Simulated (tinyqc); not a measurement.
Cooling rate: nucleation and growth of vacancy voids in a cooling silicon-like crystal. Computed by tinyqc, a small Python program. Command: `OMP_NUM_THREADS=1 python tinyqc.py 3007647 3007648 out.jsonl voids walk`. One thread of a shared host (Intel(R) Xeon(R) Processor @ 2.30GHz), about 0.3 s of CPU time with the checks.

Spherical voids; vacancies are lost only to voids.

Inputs (values chosen for the exercise, for a model crystal):
```
quantity                                    value    unit
vacancy density at the melting point C_m  8.6e+14  1/cm^3
formation energy E_f                         4.03      eV
melting point T_m                            1685       K
diffusion prefactor D0                     0.0018  cm^2/s
migration energy E_m                          0.4      eV
site density rho                            5e+22  1/cm^3
void surface energy gamma                   0.874   J/m^2
cooling rate q                                1.3   K/min
ratio (V/G)/xi_c                             1.68       -
limit of the excess at high V/G           1.4e+14  1/cm^3
temperature step                              0.2       K
```

Vacancy supply: from V/G.

Constants: k_B = 8.617333262e-05 eV/K; k_B = 1.380649e-23 J/K.

Method:
- C = C_x (u - 1)/(u + 0.2) with u = (V/G)/xi_c, a form chosen for the exercise.
- C_e = C_m exp[-(E_f/k_B)(1/T - 1/T_m)]; D = D0 exp(-E_m/(k_B T)); f = k_B T ln(C/C_e); r* = 2 gamma/(rho f); W* = 16 pi gamma^3/(3 rho^2 f^2); Z = f/sqrt(12 pi W* k_B T); I = rho Z (4 pi r* D C) exp(-W*/(k_B T)).
- March down from 1500 K in steps dT, dt = dT/q, with values at the upper end of each step: a class of I dt voids is born with r*; then all classes grow by r^2 += 2 D (C - C_e) dt/rho; C falls by the vacancies added to voids. Stop at 1150 K. T_n is the T of the largest I, N the final count (classes under 1e-6 /cm^3 are dropped), and the mean radius the number average.

initial excess C = 5.06383e+13 1/cm^3

At fixed C:
```
q (K/min)  T_n (K)  N (1/cm^3)  mean radius (nm)
0.13        1373.2  1.1604e+04            273.65
0.33        1369.6  4.5900e+04            172.95
0.65        1367.0  1.2482e+05            123.86
1.30        1364.2  3.4712e+05             88.04
2.60        1361.0  9.6510e+05             62.58
5.20        1357.8  2.6825e+06             44.49
13.00       1353.4  1.0356e+07             28.34
```

What does the comparison show, and why?

Over the rows N goes as q^1.48 and the radius as q^-0.49, near the 3/2 and -1/2 of the scaling argument (depletion time 1/(4 pi N r D) equal to the time in the nucleation range, at fixed N r^3). T_n drops only 20 K for a factor 100 in q. Fast cooling gives many small voids, which an anneal can dissolve.

Extremes, crossings and ranges named in words are read from the listed rows.
